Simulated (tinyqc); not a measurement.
# Koster-Slater impurity in a tight-binding band, by Green functions and by supercells, step by step

A worked calculation. Computed by tinyqc, a small Python program that keeps every step. Command: `OMP_NUM_THREADS=1 python tinyqc.py 3022212 3022213 out.jsonl kosterslater walk`. One thread of a shared host (Intel(R) Xeon(R) Processor @ 2.30GHz), about 0.04 s of CPU time with the checks. Intermediate numbers are printed to about 7 digits and carried at full precision; extremes and crossings named in words are read from the listed rows.

One orbital per site, e(k) = -2 t sum cos(k_i) over 2 direction(s), band from -4 t to 4 t, lattice constant 1. One site has the extra energy U. Spin is left out.

Inputs (values chosen for the exercise, for a model band): hopping t = 1.6 eV; impurity potential U = 3.84 eV; supercell edge N = 3 sites; energy inside the band E = -2.17 eV; broadening eta = 0.13 eV; impurity concentration c = 0.006 per site.

Lattice: square.

Constants: hbar = 6.582119569e-16 eV s.

## The host Green function outside the band

Outside the band G0(E) = (2/(pi E)) K(m), m = 16 t^2/E^2, K the complete elliptic integral with parameter m. A bound state solves 1/U = G0(E). Energies: 0.05, 0.2, 0.5, 1, 2, 4 and 8 t beyond the band edge on the side of U, rounded to four digits.

Scan on the side of U:
```
E (eV)  G0 (1/eV)  1/U - G0 (1/eV)
6.48    0.3196816       -0.0592649
6.72    0.2474896        0.0129270
7.20    0.1976469        0.0627697
8.00    0.1587812        0.1016355
9.60    0.1200073        0.1404094
12.80   0.0838423        0.1765743
19.20   0.0536281        0.2067885
```

G0 diverges at the band edge, so any U binds a state, exponentially weakly when U is small.

## The bound state

Bisection in ln(distance from the edge) between 1e-5 t and |U| + t. Weight on the impurity site: -1/(U^2 dG0/dE), by a central difference with step min(1e-4 t, distance/30). Decay length along an axis: 1/arccosh(1 + distance/(2 t)).

level E_b = 6.650815 eV

distance from the band edge = 0.2508147 eV

weight on the impurity site = 0.3220668

decay length = 2.542027 sites

The state is shared between the impurity and its surroundings.

## Green function inside the band

Inside the band G0(z), z = E + i eta, comes from the chain form 1/(sqrt(y - 2t) sqrt(y + 2t)) (principal roots) at y = z + 2 t cos k, averaged over k in (0, pi) with 200 Gauss-Legendre points.

G0(E + i eta) = -0.1554656-0.2491418i 1/eV

## Scattering

T = U/(1 - U G0); phase shift delta = -arg(1 - U G0) in (-pi, pi]; host density of states -Im G0/pi; on the impurity -Im[G0/(1 - U G0)]/pi; lifetime of a band state hbar/(-2 c Im T).

T matrix = 1.769488-1.060044i eV

phase shift delta = -0.5397341 rad

host density of states = 0.07930431 1/eV

density of states on the impurity = 0.02288293 1/eV

scattering lifetime = 51.74407 fs

The Born approximation would take Im T = U^2 Im G0 = -3.67 eV, 3.47 times the full value.

## The supercell Hamiltonian at Gamma

H_ij = -t for each bond from i to j, images included (two bonds add when N = 2); H_11 = U; sites are numbered with the last coordinate running fastest. Diagonalise.

H (eV):
```
[[3.84, -1.60, -1.60, -1.60, 0.00, 0.00, -1.60, 0.00, 0.00],
 [-1.60, 0.00, -1.60, 0.00, -1.60, 0.00, 0.00, -1.60, 0.00],
 [-1.60, -1.60, 0.00, 0.00, 0.00, -1.60, 0.00, 0.00, -1.60],
 [-1.60, 0.00, 0.00, 0.00, -1.60, -1.60, -1.60, 0.00, 0.00],
 [0.00, -1.60, 0.00, -1.60, 0.00, -1.60, 0.00, -1.60, 0.00],
 [0.00, 0.00, -1.60, -1.60, -1.60, 0.00, 0.00, 0.00, -1.60],
 [-1.60, 0.00, 0.00, -1.60, 0.00, 0.00, 0.00, -1.60, -1.60],
 [0.00, -1.60, 0.00, 0.00, -1.60, 0.00, -1.60, 0.00, -1.60],
 [0.00, 0.00, -1.60, 0.00, 0.00, -1.60, -1.60, -1.60, 0.00]]
```

levels (eV): [-6.126501, -1.600000, -1.600000, -1.600000, -0.385354, 3.200000, 3.200000, 3.200000, 5.551855]

## The level in the supercell

In a periodic cell of N sites along each direction with Bloch vector K, the level solves 1/U = N^-d sum_k 1/(E - e(k)), k_i = (2 pi m_i + K_i)/N, m_i = 0..N-1; the outermost root on the side of U is taken (bisection). d is the number of directions. Gamma means K_i = 0, the zone corner K_i = pi, the quarter point K_i = pi/2. The error is measured against the isolated level E_b.

level at Gamma = 5.551855 eV

level at the corner = 7.202993 eV

level at the quarter point = 6.498042 eV

error at Gamma = -1.098960 eV

width between Gamma and the corner = 1.651138 eV

Images turn the level into a band 1.65 eV wide; the quarter point misses the isolated level by -0.15 eV, far less than Gamma, because the leading hopping between images averages out there.

## Convergence with cell size

Even N; errors against the isolated level E_b, set to 0 below 1e-6 t.

Error of the level (eV):
```
N   sites         Gamma         corner  quarter point
2       4  1.148186e+00  -2.810815e+00  -5.170625e-01
4      16  3.129155e-01  -5.170625e-01  -5.472909e-02
6      36  1.225059e-01  -1.527731e-01  -8.885559e-03
8      64  5.236235e-02  -5.472909e-02  -1.620692e-03
12    144  9.704409e-03  -8.885559e-03  -5.884264e-05
16    256  1.760827e-03  -1.620692e-03  -2.219763e-06
```

The error at Gamma falls exponentially, between the last two resolved rows by exp(-0.427) per site against 1/(decay length) = 0.393; the rest is the power-law prefactor of the Green function. Gamma and the corner err in opposite directions. No listed cell reaches 1 meV at Gamma; at the quarter point N = 12 is enough.

## Phase shift across the band

delta/pi = -arg(1 - U G0)/pi counts the states added below E (Friedel); host DOS = -Im G0/pi, DOS on the impurity = -Im[G0/(1 - U G0)]/pi; 13 evenly spaced energies from -(band edge + |U| + 2t) to +(band edge + |U| + 2t).

Across the spectrum:
```
E (eV)  Re G0 (1/eV)  host DOS (1/eV)  DOS on the impurity (1/eV)    delta/pi
-13.44    -0.0792531        0.0002786                   0.0001638  -0.0008203
-11.20    -0.0982978        0.0004469                   0.0002355  -0.0012457
-8.96     -0.1322797        0.0009006                   0.0003960  -0.0022934
-6.72     -0.2435788        0.0065687                   0.0017508  -0.0130259
-4.48     -0.1810399        0.0582181                   0.0172911  -0.1250248
-2.24     -0.1559933        0.0783606                   0.0227101  -0.1699506
0.00       0.0000000        0.1672550                   0.0329815  -0.3535364
2.24       0.1559933        0.0783606                   0.0743164  -0.3723017
4.48       0.1810399        0.0582181                   0.0993195  -0.3696632
6.72       0.2435788        0.0065687                   0.6279815  -0.2821524
8.96       0.1322797        0.0009006                   0.0037181  -0.0070275
11.20      0.0982978        0.0004469                   0.0011529  -0.0027563
13.44      0.0792531        0.0002786                   0.0005757  -0.0015380
```

delta/pi starts and ends near zero (-0.001 and -0.002): the impurity moves states but creates none. The level lies only 1.9 eta outside the band, so the broadening smears its step. delta/pi is negative in the band, down to -0.37 among these rows (-1 just below the level for small eta), and the lost state returns at the level above the band (6.651 eV).

Checks made by the program: G0 at the level by a direct sum over directions (relative difference below 1e-10); diagonalisation against the k sum (relative difference below 1e-10).
